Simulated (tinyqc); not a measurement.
UHF in the 3-21g basis, for H3-, spin multiplicity 1, step by step (part 2 of 2). The basis has no diffuse functions, so it cannot describe the extra electron: this is an exercise in the method, not the real anion. Computed by tinyqc, a small Python program that keeps every step (integrals from PySCF). Command: `OMP_NUM_THREADS=1 python tinyqc.py 28492 28493 out.jsonl` (the two numbers bound the seeds that draw the settings). One thread of a shared host (Intel(R) Xeon(R) Processor @ 2.60GHz), about 0.09 s of CPU time with the checks.

Geometry (angstrom):

| atom | x | y | z |
|---|---|---|---|
| H | 0.0000 | 0.0000 | 0.0000 |
| H | 0.0000 | 0.0000 | 1.0470 |
| H | 0.0000 | 0.0000 | -1.0470 |

## Iteration 2: diagonalisation and new density

extrapolated F(alpha) (hartree):
```
         1H 1s    1H 2s    2H 1s    2H 2s    3H 1s    3H 2s
1H 1s   0.5467  -0.2483  -0.2937  -0.2838  -0.2187  -0.2032
1H 2s  -0.2483  -0.1042  -0.2139  -0.1335  -0.2376  -0.1346
2H 1s  -0.2937  -0.2139   0.7365  -0.0981  -0.0069  -0.0923
2H 2s  -0.2838  -0.1335  -0.0981   0.0603  -0.0775  -0.1141
3H 1s  -0.2187  -0.2376  -0.0069  -0.0775   0.4255  -0.3077
3H 2s  -0.2032  -0.1346  -0.0923  -0.1141  -0.3077  -0.0909
```

extrapolated F(beta) (hartree):
```
         1H 1s    1H 2s    2H 1s    2H 2s    3H 1s    3H 2s
1H 1s   0.5467  -0.2483  -0.2187  -0.2032  -0.2937  -0.2838
1H 2s  -0.2483  -0.1042  -0.2376  -0.1346  -0.2139  -0.1335
2H 1s  -0.2187  -0.2376   0.4255  -0.3077  -0.0069  -0.0775
2H 2s  -0.2032  -0.1346  -0.3077  -0.0909  -0.0923  -0.1141
3H 1s  -0.2937  -0.2139  -0.0069  -0.0923   0.7365  -0.0981
3H 2s  -0.2838  -0.1335  -0.0775  -0.1141  -0.0981   0.0603
```

X:
```
         1H 1s    1H 2s    2H 1s    2H 2s    3H 1s    3H 2s
1H 1s   1.2607  -0.5865  -0.0084   0.0702  -0.0084   0.0702
1H 2s  -0.5865   2.3663   0.0025  -0.8715   0.0025  -0.8715
2H 1s  -0.0084   0.0025   1.2410  -0.4790  -0.0052   0.0388
2H 2s   0.0702  -0.8715  -0.4790   1.6939   0.0388   0.2379
3H 1s  -0.0084   0.0025  -0.0052   0.0388   1.2410  -0.4790
3H 2s   0.0702  -0.8715   0.0388   0.2379  -0.4790   1.6939
```

D(alpha) after iteration 1:
```
         1H 1s    1H 2s    2H 1s    2H 2s    3H 1s    3H 2s
1H 1s   0.1084   0.2349   0.0546   0.0370  -0.0001  -0.1130
1H 2s   0.2349   0.7299   0.1337   0.0948  -0.1523  -0.6635
2H 1s   0.0546   0.1337   0.0294   0.0241  -0.0053  -0.0804
2H 2s   0.0370   0.0948   0.0241   0.0444   0.0261  -0.0149
3H 1s  -0.0001  -0.1523  -0.0053   0.0261   0.1474   0.3478
3H 2s  -0.1130  -0.6635  -0.0804  -0.0149   0.3478   1.0139
```

D(beta) after iteration 1:
```
         1H 1s    1H 2s    2H 1s    2H 2s    3H 1s    3H 2s
1H 1s   0.1084   0.2349  -0.0001  -0.1130   0.0546   0.0370
1H 2s   0.2349   0.7299  -0.1523  -0.6635   0.1337   0.0948
2H 1s  -0.0001  -0.1523   0.1474   0.3478  -0.0053   0.0261
2H 2s  -0.1130  -0.6635   0.3478   1.0139  -0.0804  -0.0149
3H 1s   0.0546   0.1337  -0.0053  -0.0804   0.0294   0.0241
3H 2s   0.0370   0.0948   0.0261  -0.0149   0.0241   0.0444
```

overlap S:
```
        1H 1s   1H 2s   2H 1s   2H 2s   3H 1s   3H 2s
1H 1s  1.0000  0.6459  0.1725  0.3573  0.1725  0.3573
1H 2s  0.6459  1.0000  0.3573  0.6987  0.3573  0.6987
2H 1s  0.1725  0.3573  1.0000  0.6459  0.0013  0.0607
2H 2s  0.3573  0.6987  0.6459  1.0000  0.0607  0.2383
3H 1s  0.1725  0.3573  0.0013  0.0607  1.0000  0.6459
3H 2s  0.3573  0.6987  0.0607  0.2383  0.6459  1.0000
```

Diagonalise F' = X^T F X, C = X C', fill 2 alpha and 2 beta electrons from the bottom; D(s) = C_occ C_occ^T; the new density keeps 0.2 of the old one (damping). Each column has its largest component positive (the first on a tie).

F' = X^T F X (alpha) (hartree):
```
         1        2        3        4        5        6
1   1.1421  -0.6954  -0.2069  -0.1127  -0.1340  -0.0270
2  -0.6954   0.7039  -0.1528  -0.2525  -0.1091  -0.1698
3  -0.2069  -0.1528   1.2630  -0.5713   0.0391   0.0516
4  -0.1127  -0.2525  -0.5713   0.5959   0.0582  -0.0318
5  -0.1340  -0.1091   0.0391   0.0582   0.9989  -0.7182
6  -0.0270  -0.1698   0.0516  -0.0318  -0.7182   0.4307
```

orbital energies (alpha) (hartree): MO1 -0.2511, MO2 0.0158, MO3 0.6229, MO4 1.4377, MO5 1.5755, MO6 1.7337

coefficients C (alpha):
```
          MO1      MO2      MO3      MO4      MO5      MO6
1H 1s  0.2102  -0.1117   0.1678   0.5512   0.4499  -1.1629
1H 2s  0.2703  -0.5891   1.7644  -0.5121  -0.6309   1.8080
2H 1s  0.1072  -0.1568  -0.0534   0.4935   1.0031   0.6947
2H 2s  0.1836  -0.3153  -1.4274  -0.1467  -0.6948  -1.1164
3H 1s  0.2153   0.2105   0.0202   1.0322  -0.7352   0.2724
3H 2s  0.3895   0.8813  -0.9940  -0.7259   0.9366  -0.7750
```

F' = X^T F X (beta) (hartree):
```
         1        2        3        4        5        6
1   1.1421  -0.6954  -0.1340  -0.0270  -0.2069  -0.1127
2  -0.6954   0.7039  -0.1091  -0.1698  -0.1528  -0.2525
3  -0.1340  -0.1091   0.9989  -0.7182   0.0391   0.0582
4  -0.0270  -0.1698  -0.7182   0.4307   0.0516  -0.0318
5  -0.2069  -0.1528   0.0391   0.0516   1.2630  -0.5713
6  -0.1127  -0.2525   0.0582  -0.0318  -0.5713   0.5959
```

orbital energies (beta) (hartree): MO1 -0.2511, MO2 0.0158, MO3 0.6229, MO4 1.4377, MO5 1.5755, MO6 1.7337

coefficients C (beta):
```
          MO1      MO2      MO3      MO4      MO5      MO6
1H 1s  0.2102  -0.1117   0.1678   0.5512   0.4499  -1.1629
1H 2s  0.2703  -0.5891   1.7644  -0.5121  -0.6309   1.8080
2H 1s  0.2153   0.2105   0.0202   1.0322  -0.7352   0.2724
2H 2s  0.3895   0.8813  -0.9940  -0.7259   0.9366  -0.7750
3H 1s  0.1072  -0.1568  -0.0534   0.4935   1.0031   0.6947
3H 2s  0.1836  -0.3153  -1.4274  -0.1467  -0.6948  -1.1164
```

D(alpha) after iteration 2:
```
         1H 1s    1H 2s    2H 1s    2H 2s    3H 1s    3H 2s
1H 1s   0.0670   0.1451   0.0430   0.0665   0.0174  -0.0359
1H 2s   0.1451   0.4821   0.1238   0.2073  -0.0831  -0.4638
2H 1s   0.0430   0.1238   0.0347   0.0601  -0.0090  -0.0932
2H 2s   0.0665   0.2073   0.0601   0.1154  -0.0163  -0.1681
3H 1s   0.0174  -0.0831  -0.0090  -0.0163   0.1020   0.2851
3H 2s  -0.0359  -0.4638  -0.0932  -0.1681   0.2851   0.9455
```

D(beta) after iteration 2:
```
         1H 1s    1H 2s    2H 1s    2H 2s    3H 1s    3H 2s
1H 1s   0.0670   0.1451   0.0174  -0.0359   0.0430   0.0665
1H 2s   0.1451   0.4821  -0.0831  -0.4638   0.1238   0.2073
2H 1s   0.0174  -0.0831   0.1020   0.2851  -0.0090  -0.0163
2H 2s  -0.0359  -0.4638   0.2851   0.9455  -0.0932  -0.1681
3H 1s   0.0430   0.1238  -0.0090  -0.0932   0.0347   0.0601
3H 2s   0.0665   0.2073  -0.0163  -0.1681   0.0601   0.1154
```

## Iteration 3: building the Fock matrix

core Hamiltonian H = T + V (hartree):
```
         1H 1s    1H 2s    2H 1s    2H 2s    3H 1s    3H 2s
1H 1s  -1.1821  -1.1393  -0.4261  -0.6841  -0.4261  -0.6841
1H 2s  -1.1393  -1.3278  -0.6294  -0.9383  -0.6294  -0.9383
2H 1s  -0.4261  -0.6294  -0.9295  -0.9776  -0.0085  -0.1405
2H 2s  -0.6841  -0.9383  -0.9776  -1.1205  -0.1405  -0.3790
3H 1s  -0.4261  -0.6294  -0.0085  -0.1405  -0.9295  -0.9776
3H 2s  -0.6841  -0.9383  -0.1405  -0.3790  -0.9776  -1.1205
```

nuclear repulsion = 1.263556 hartree

Given earlier and not repeated: Two-electron integrals (ij|kl) in chemists' order.

J_ij = sum D_kl (ij|kl) with D = D(alpha) + D(beta), K_ij = sum D_kl (ik|jl) for each spin; F = H + J - K(s); E = tr D H + tr D J / 2 - 0.5 sum_s tr D(s) K(s) + E_nn.

Coulomb J (hartree):
```
        1H 1s   1H 2s   2H 1s   2H 2s   3H 1s   3H 2s
1H 1s  2.2147  1.3492  0.3693  0.7439  0.3693  0.7439
1H 2s  1.3492  1.7609  0.6988  1.1995  0.6988  1.1995
2H 1s  0.3693  0.6988  2.0106  1.2162  0.0028  0.1217
2H 2s  0.7439  1.1995  1.2162  1.5807  0.1217  0.4196
3H 1s  0.3693  0.6988  0.0028  0.1217  2.0106  1.2162
3H 2s  0.7439  1.1995  0.1217  0.4196  1.2162  1.5807
```

exchange K(alpha) (hartree):
```
        1H 1s   1H 2s    2H 1s   2H 2s    3H 1s   3H 2s
1H 1s  0.4778  0.4489   0.2350  0.3335   0.1687  0.2672
1H 2s  0.4489  0.5250   0.2861  0.3882   0.3046  0.3913
2H 1s  0.2350  0.2861   0.3691  0.3564  -0.0014  0.0700
2H 2s  0.3335  0.3882   0.3564  0.4107   0.0573  0.1499
3H 1s  0.1687  0.3046  -0.0014  0.0573   0.6272  0.5296
3H 2s  0.2672  0.3913   0.0700  0.1499   0.5296  0.5375
```

exchange K(beta) (hartree):
```
        1H 1s   1H 2s    2H 1s   2H 2s    3H 1s   3H 2s
1H 1s  0.4778  0.4489   0.1687  0.2672   0.2350  0.3335
1H 2s  0.4489  0.5250   0.3046  0.3913   0.2861  0.3882
2H 1s  0.1687  0.3046   0.6272  0.5296  -0.0014  0.0573
2H 2s  0.2672  0.3913   0.5296  0.5375   0.0700  0.1499
3H 1s  0.2350  0.2861  -0.0014  0.0700   0.3691  0.3564
3H 2s  0.3335  0.3882   0.0573  0.1499   0.3564  0.4107
```

F(alpha) (hartree):
```
         1H 1s    1H 2s    2H 1s    2H 2s    3H 1s    3H 2s
1H 1s   0.5548  -0.2390  -0.2918  -0.2737  -0.2255  -0.2074
1H 2s  -0.2390  -0.0919  -0.2166  -0.1271  -0.2352  -0.1301
2H 1s  -0.2918  -0.2166   0.7120  -0.1178  -0.0042  -0.0887
2H 2s  -0.2737  -0.1271  -0.1178   0.0495  -0.0760  -0.1093
3H 1s  -0.2255  -0.2352  -0.0042  -0.0760   0.4539  -0.2910
3H 2s  -0.2074  -0.1301  -0.0887  -0.1093  -0.2910  -0.0773
```

F(beta) (hartree):
```
         1H 1s    1H 2s    2H 1s    2H 2s    3H 1s    3H 2s
1H 1s   0.5548  -0.2390  -0.2255  -0.2074  -0.2918  -0.2737
1H 2s  -0.2390  -0.0919  -0.2352  -0.1301  -0.2166  -0.1271
2H 1s  -0.2255  -0.2352   0.4539  -0.2910  -0.0042  -0.0760
2H 2s  -0.2074  -0.1301  -0.2910  -0.0773  -0.0887  -0.1093
3H 1s  -0.2918  -0.2166  -0.0042  -0.0887   0.7120  -0.1178
3H 2s  -0.2737  -0.1271  -0.0760  -0.1093  -0.1178   0.0495
```

total energy of this density = -1.479955 hartree

This density is a damped mixture and is not idempotent.

## Iteration 3: DIIS over 3 matrices

error matrix X^T (FDS - SDF) X (alpha):
```
         1        2        3        4        5        6
1   0.0000   0.0084   0.0209   0.0242  -0.0113  -0.0160
2  -0.0084   0.0000   0.0193   0.0212  -0.0068  -0.0070
3  -0.0209  -0.0193   0.0000  -0.0066   0.0158   0.0172
4  -0.0242  -0.0212   0.0066   0.0000   0.0176   0.0194
5   0.0113   0.0068  -0.0158  -0.0176   0.0000   0.0267
6   0.0160   0.0070  -0.0172  -0.0194  -0.0267   0.0000
```

B (overlaps of the stored error matrices):
```
               1              2              3
1  5.4649042e-01  1.9260934e-01  6.4600215e-02
2  1.9260934e-01  8.0288554e-02  3.3753260e-02
3  6.4600215e-02  3.3753260e-02  1.7530530e-02
```

Minimise |sum c_i e_i|^2 with sum c_i = 1: solve [B -1; -1 0][c; lambda] = [0; -1] with B_ij = tr e_i^T e_j summed over both spins, and take F = sum c_i F_i.

DIIS coefficients: 0.5650  -2.6190  3.0539

extrapolated F(alpha) (hartree):
```
         1H 1s    1H 2s    2H 1s    2H 2s    3H 1s    3H 2s
1H 1s   0.5427  -0.2394  -0.2927  -0.2681  -0.2520  -0.2325
1H 2s  -0.2394  -0.1025  -0.2452  -0.1487  -0.2368  -0.1407
2H 1s  -0.2927  -0.2452   0.6023  -0.2033   0.0059  -0.0806
2H 2s  -0.2681  -0.1487  -0.2033  -0.0228  -0.0714  -0.1060
3H 1s  -0.2520  -0.2368   0.0059  -0.0714   0.5195  -0.2602
3H 2s  -0.2325  -0.1407  -0.0806  -0.1060  -0.2602  -0.0687
```

extrapolated F(beta) (hartree):
```
         1H 1s    1H 2s    2H 1s    2H 2s    3H 1s    3H 2s
1H 1s   0.5427  -0.2394  -0.2520  -0.2325  -0.2927  -0.2681
1H 2s  -0.2394  -0.1025  -0.2368  -0.1407  -0.2452  -0.1487
2H 1s  -0.2520  -0.2368   0.5195  -0.2602   0.0059  -0.0714
2H 2s  -0.2325  -0.1407  -0.2602  -0.0687  -0.0806  -0.1060
3H 1s  -0.2927  -0.2452   0.0059  -0.0806   0.6023  -0.2033
3H 2s  -0.2681  -0.1487  -0.0714  -0.1060  -0.2033  -0.0228
```

## Iteration 3: diagonalisation and new density

As before.

F' = X^T F X (alpha) (hartree):
```
         1        2        3        4        5        6
1   1.1225  -0.6610  -0.2020  -0.0961  -0.1669  -0.0640
2  -0.6610   0.7272  -0.1553  -0.2410  -0.1283  -0.2053
3  -0.2020  -0.1553   1.1628  -0.6386   0.0487   0.0654
4  -0.0961  -0.2410  -0.6386   0.5276   0.0668  -0.0169
5  -0.1669  -0.1283   0.0487   0.0668   1.0929  -0.6852
6  -0.0640  -0.2053   0.0654  -0.0169  -0.6852   0.4615
```

orbital energies (alpha) (hartree): MO1 -0.2570, MO2 0.0064, MO3 0.6220, MO4 1.4410, MO5 1.5761, MO6 1.7058

coefficients C (alpha):
```
          MO1      MO2      MO3      MO4      MO5      MO6
1H 1s  0.2270  -0.0356   0.2003   0.7106   0.1526  -1.1499
1H 2s  0.2863  -0.2083   1.8292  -0.7844  -0.2376   1.8219
2H 1s  0.1498  -0.1861  -0.0330   0.6847   0.9260   0.6220
2H 2s  0.2559  -0.5236  -1.3179  -0.2598  -0.7933  -1.0714
3H 1s  0.1686   0.2021  -0.0055   0.8000  -0.9302   0.4434
3H 2s  0.3074   0.7527  -1.1594  -0.3855   0.9616  -0.9180
```

F' = X^T F X (beta) (hartree):
```
         1        2        3        4        5        6
1   1.1225  -0.6610  -0.1669  -0.0640  -0.2020  -0.0961
2  -0.6610   0.7272  -0.1283  -0.2053  -0.1553  -0.2410
3  -0.1669  -0.1283   1.0929  -0.6852   0.0487   0.0668
4  -0.0640  -0.2053  -0.6852   0.4615   0.0654  -0.0169
5  -0.2020  -0.1553   0.0487   0.0654   1.1628  -0.6386
6  -0.0961  -0.2410   0.0668  -0.0169  -0.6386   0.5276
```

orbital energies (beta) (hartree): MO1 -0.2570, MO2 0.0064, MO3 0.6220, MO4 1.4410, MO5 1.5761, MO6 1.7058

coefficients C (beta):
```
          MO1      MO2      MO3      MO4      MO5      MO6
1H 1s  0.2270  -0.0356   0.2003   0.7106   0.1526  -1.1499
1H 2s  0.2863  -0.2083   1.8292  -0.7844  -0.2376   1.8219
2H 1s  0.1686   0.2021  -0.0055   0.8000  -0.9302   0.4434
2H 2s  0.3074   0.7527  -1.1594  -0.3855   0.9616  -0.9180
3H 1s  0.1498  -0.1861  -0.0330   0.6847   0.9260   0.6220
3H 2s  0.2559  -0.5236  -1.3179  -0.2598  -0.7933  -1.0714
```

D(alpha) after iteration 3:
```
        1H 1s    1H 2s    2H 1s    2H 2s    3H 1s    3H 2s
1H 1s  0.0556   0.0870   0.0411   0.0747   0.0283   0.0272
1H 2s  0.0870   0.1967   0.0901   0.1873  -0.0117  -0.1478
2H 1s  0.0411   0.0901   0.0526   0.1206  -0.0117  -0.0939
2H 2s  0.0747   0.1873   0.1206   0.2948  -0.0534  -0.2860
3H 1s  0.0283  -0.0117  -0.0117  -0.0534   0.0758   0.2202
3H 2s  0.0272  -0.1478  -0.0939  -0.2860   0.2202   0.7179
```

D(beta) after iteration 3:
```
        1H 1s    1H 2s    2H 1s    2H 2s    3H 1s    3H 2s
1H 1s  0.0556   0.0870   0.0283   0.0272   0.0411   0.0747
1H 2s  0.0870   0.1967  -0.0117  -0.1478   0.0901   0.1873
2H 1s  0.0283  -0.0117   0.0758   0.2202  -0.0117  -0.0534
2H 2s  0.0272  -0.1478   0.2202   0.7179  -0.0939  -0.2860
3H 1s  0.0411   0.0901  -0.0117  -0.0939   0.0526   0.1206
3H 2s  0.0747   0.1873  -0.0534  -0.2860   0.1206   0.2948
```

## Iteration 16 (converged): orbitals

converged F(alpha) (hartree):
```
         1H 1s    1H 2s    2H 1s    2H 2s    3H 1s    3H 2s
1H 1s   0.5424  -0.2406  -0.2705  -0.2498  -0.2705  -0.2498
1H 2s  -0.2406  -0.1033  -0.2398  -0.1440  -0.2398  -0.1440
2H 1s  -0.2705  -0.2398   0.5621  -0.2299   0.0041  -0.0773
2H 2s  -0.2498  -0.1440  -0.2299  -0.0428  -0.0773  -0.1074
3H 1s  -0.2705  -0.2398   0.0041  -0.0773   0.5621  -0.2299
3H 2s  -0.2498  -0.1440  -0.0773  -0.1074  -0.2299  -0.0428
```

converged F(beta) (hartree):
```
         1H 1s    1H 2s    2H 1s    2H 2s    3H 1s    3H 2s
1H 1s   0.5424  -0.2406  -0.2705  -0.2498  -0.2705  -0.2498
1H 2s  -0.2406  -0.1033  -0.2398  -0.1440  -0.2398  -0.1440
2H 1s  -0.2705  -0.2398   0.5621  -0.2299   0.0041  -0.0773
2H 2s  -0.2498  -0.1440  -0.2299  -0.0428  -0.0773  -0.1074
3H 1s  -0.2705  -0.2398   0.0041  -0.0773   0.5621  -0.2299
3H 2s  -0.2498  -0.1440  -0.0773  -0.1074  -0.2299  -0.0428
```

Diagonalise F' = X^T F X, C = X C', fill 2 alpha and 2 beta electrons from the bottom; D(s) = C_occ C_occ^T. Each column has its largest component positive (the first on a tie).

F' = X^T F X (alpha) (hartree):
```
         1        2        3        4        5        6
1   1.1237  -0.6641  -0.1825  -0.0793  -0.1825  -0.0793
2  -0.6641   0.7237  -0.1401  -0.2220  -0.1401  -0.2220
3  -0.1825  -0.1401   1.1280  -0.6620   0.0472   0.0646
4  -0.0793  -0.2220  -0.6620   0.4978   0.0646  -0.0188
5  -0.1825  -0.1401   0.0472   0.0646   1.1280  -0.6620
6  -0.0793  -0.2220   0.0646  -0.0188  -0.6620   0.4978
```

orbital energies (alpha) (hartree): MO1 -0.2556, MO2 0.0193, MO3 0.6088, MO4 1.4427, MO5 1.5782, MO6 1.7057

coefficients C (alpha):
```
          MO1      MO2      MO3      MO4      MO5      MO6
1H 1s  0.2275   0.0000   0.2000  -0.7101   0.0000  -1.1608
1H 2s  0.2968   0.0000   1.8408   0.7728   0.0000   1.8408
2H 1s  0.1587  -0.1956  -0.0254  -0.7452  -0.9340   0.5286
2H 2s  0.2757  -0.6427  -1.2420   0.3314   0.8836  -0.9994
3H 1s  0.1587   0.1956  -0.0254  -0.7452   0.9340   0.5286
3H 2s  0.2757   0.6427  -1.2420   0.3314  -0.8836  -0.9994
```

F' = X^T F X (beta) (hartree):
```
         1        2        3        4        5        6
1   1.1237  -0.6641  -0.1825  -0.0793  -0.1825  -0.0793
2  -0.6641   0.7237  -0.1401  -0.2220  -0.1401  -0.2220
3  -0.1825  -0.1401   1.1280  -0.6620   0.0472   0.0646
4  -0.0793  -0.2220  -0.6620   0.4978   0.0646  -0.0188
5  -0.1825  -0.1401   0.0472   0.0646   1.1280  -0.6620
6  -0.0793  -0.2220   0.0646  -0.0188  -0.6620   0.4978
```

orbital energies (beta) (hartree): MO1 -0.2556, MO2 0.0193, MO3 0.6088, MO4 1.4427, MO5 1.5782, MO6 1.7057

coefficients C (beta):
```
          MO1      MO2      MO3      MO4      MO5      MO6
1H 1s  0.2275   0.0000   0.2000  -0.7101   0.0000  -1.1608
1H 2s  0.2968   0.0000   1.8408   0.7728   0.0000   1.8408
2H 1s  0.1587   0.1956  -0.0254  -0.7452   0.9340   0.5286
2H 2s  0.2757   0.6427  -1.2420   0.3314  -0.8836  -0.9994
3H 1s  0.1587  -0.1956  -0.0254  -0.7452  -0.9340   0.5286
3H 2s  0.2757  -0.6427  -1.2420   0.3314   0.8836  -0.9994
```

D(alpha) after iteration 16:
```
        1H 1s   1H 2s    2H 1s    2H 2s    3H 1s    3H 2s
1H 1s  0.0518  0.0675   0.0361   0.0627   0.0361   0.0627
1H 2s  0.0675  0.0881   0.0471   0.0818   0.0471   0.0818
2H 1s  0.0361  0.0471   0.0634   0.1695  -0.0131  -0.0820
2H 2s  0.0627  0.0818   0.1695   0.4891  -0.0820  -0.3371
3H 1s  0.0361  0.0471  -0.0131  -0.0820   0.0634   0.1695
3H 2s  0.0627  0.0818  -0.0820  -0.3371   0.1695   0.4891
```

D(beta) after iteration 16:
```
        1H 1s   1H 2s    2H 1s    2H 2s    3H 1s    3H 2s
1H 1s  0.0518  0.0675   0.0361   0.0627   0.0361   0.0627
1H 2s  0.0675  0.0881   0.0471   0.0818   0.0471   0.0818
2H 1s  0.0361  0.0471   0.0634   0.1695  -0.0131  -0.0820
2H 2s  0.0627  0.0818   0.1695   0.4891  -0.0820  -0.3371
3H 1s  0.0361  0.0471  -0.0131  -0.0820   0.0634   0.1695
3H 2s  0.0627  0.0818  -0.0820  -0.3371   0.1695   0.4891
```

## Convergence

Stop when the energy changes by less than 1e-09 hartree and every element of the error matrix X^T (F D S - S D F) X (for each spin) is below 9e-06.

Course of the cycle:

| iteration | E (hartree) | change | largest element of the error matrix |
|---|---|---|---|
| 1 | -1.180111 | - | 2.21e-01 |
| 2 | -1.396068 | -2.16e-01 | 7.58e-02 |
| 3 | -1.479955 | -8.39e-02 | 2.67e-02 |
| 4 | -1.515506 | -3.56e-02 | 8.66e-03 |
| 5 | -1.531667 | -1.62e-02 | 4.09e-03 |
| 6 | -1.536401 | -4.73e-03 | 8.91e-04 |
| 7 | -1.538149 | -1.75e-03 | 2.50e-04 |
| 8 | -1.538523 | -3.74e-04 | 6.30e-05 |
| 9 | -1.538599 | -7.53e-05 | 1.37e-05 |
| 10 | -1.538614 | -1.51e-05 | 4.75e-06 |
| 11 | -1.538617 | -3.02e-06 | 1.82e-06 |
| 12 | -1.538617 | -6.04e-07 | 5.98e-07 |
| 13 | -1.538618 | -1.21e-07 | 1.50e-07 |
| 14 | -1.538618 | -2.42e-08 | 4.12e-08 |
| 15 | -1.538618 | -4.84e-09 | 1.11e-08 |
| 16 | -1.538618 | -9.68e-10 | 3.21e-09 |

PySCF UHF in the same basis, after a stability check = -1.538618 hartree

Converged in 16 iterations.

## Populations, bond orders and dipole

Mulliken: Z minus the diagonal of D S on the atom; Loewdin: the same with S^(1/2) D S^(1/2); Mayer order: 2 sum_s sum (D(s) S)_ij (D(s) S)_ji over the two atoms.

Charges (e):

| atom | Mulliken | Loewdin | Mulliken spin |
|---|---|---|---|
| 1H | 0.1353 | 0.1027 | 0 |
| 2H | -0.5676 | -0.5514 | -6.66e-08 |
| 3H | -0.5676 | -0.5514 | 6.66e-08 |

Mayer bond orders:

| pair | order |
|---|---|
| 2-1 | 0.4909 |
| 3-1 | 0.4909 |
| 3-2 | 0.1397 |

dipole moment about the origin, x y z (debye): 0.0000  0.0000  0.0000

<S^2> of the determinant (pure state: 0) = 0.0000
